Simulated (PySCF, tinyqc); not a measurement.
RHF in the sto-3g basis, for H6, spin multiplicity 1, step by step. The lowest restricted solution is unstable here: a spin-polarised one lies 0.0238 hartree lower (PySCF). One step of it, computed by the program tinyqc.

Problem. Iteration 3: diagonalisation and new density. Diagonalise F' = X^T F X, C = X C', fill 3 alpha and 3 beta electrons from the bottom; D = 2 C_occ C_occ^T. Each column has its largest component positive (the first on a tie).

extrapolated F (hartree), order 1H 1s, 2H 1s, 3H 1s, 4H 1s, 5H 1s, 6H 1s:
```
[[-0.237017, -0.433943, -0.139079, 0.004252, 0.003790, -0.013980],
 [-0.433943, -0.350693, -0.409821, -0.121412, -0.016539, 0.002207],
 [-0.139079, -0.409821, -0.322362, -0.410414, -0.127179, 0.010412],
 [0.004252, -0.121412, -0.410414, -0.309483, -0.398178, -0.119487],
 [0.003790, -0.016539, -0.127179, -0.398178, -0.281214, -0.393423],
 [-0.013980, 0.002207, 0.010412, -0.119487, -0.393423, -0.172399]]
```

X, order 1H 1s, 2H 1s, 3H 1s, 4H 1s, 5H 1s, 6H 1s:
```
[[1.089303, -0.274691, 0.051400, -0.007955, 0.001565, -0.000270],
 [-0.274691, 1.214912, -0.330614, 0.056524, -0.010215, 0.001561],
 [0.051400, -0.330614, 1.221636, -0.302674, 0.056566, -0.007943],
 [-0.007955, 0.056524, -0.302674, 1.221988, -0.331093, 0.051397],
 [0.001565, -0.010215, 0.056566, -0.331093, 1.214989, -0.274311],
 [-0.000270, 0.001561, -0.007943, 0.051397, -0.274311, 1.089055]]
```

Give: F' = X^T F X; orbital energies; coefficients C; D after iteration 3.

Solution.

F' = X^T F X (hartree):
```
[[-0.0531, -0.4232, 0.0542, 0.0151, 0.0048, -0.0168],
 [-0.4232, 0.0204, -0.4125, 0.0740, -0.0105, 0.0013],
 [0.0542, -0.4125, 0.0544, -0.4357, 0.0658, 0.0210],
 [0.0151, 0.0740, -0.4357, 0.0718, -0.4260, 0.0692],
 [0.0048, -0.0105, 0.0658, -0.4260, 0.0955, -0.4143],
 [-0.0168, 0.0013, 0.0210, 0.0692, -0.4143, 0.0061]]
```

orbital energies (hartree): [-0.6223, -0.4966, -0.2792, 0.1531, 0.5326, 0.9074]

coefficients C, order 1H 1s, 2H 1s, 3H 1s, 4H 1s, 5H 1s, 6H 1s:
```
[[0.2329, -0.3433, 0.4585, 0.6355, -0.6000, -0.3442],
 [0.3803, -0.3875, 0.1953, -0.3287, 0.8453, 0.7131],
 [0.3954, -0.0488, -0.4492, -0.4736, -0.4768, -0.9419],
 [0.3261, 0.3052, -0.3752, 0.5187, -0.2794, 1.0065],
 [0.2117, 0.4412, 0.2912, 0.2370, 0.7635, -0.8373],
 [0.0904, 0.2987, 0.5264, -0.5910, -0.5996, 0.4251]]
```

D after iteration 3, order 1H 1s, 2H 1s, 3H 1s, 4H 1s, 5H 1s, 6H 1s:
```
[[0.7647, 0.6223, -0.1943, -0.4017, 0.0627, 0.3197],
 [0.6223, 0.6660, 0.1631, -0.1351, -0.0672, 0.0429],
 [-0.1943, 0.1631, 0.7210, 0.5651, -0.1373, -0.4306],
 [-0.4017, -0.1351, 0.5651, 0.6805, 0.1889, -0.1537],
 [0.0627, -0.0672, -0.1373, 0.1889, 0.6486, 0.6085],
 [0.3197, 0.0429, -0.4306, -0.1537, 0.6085, 0.7490]]
```
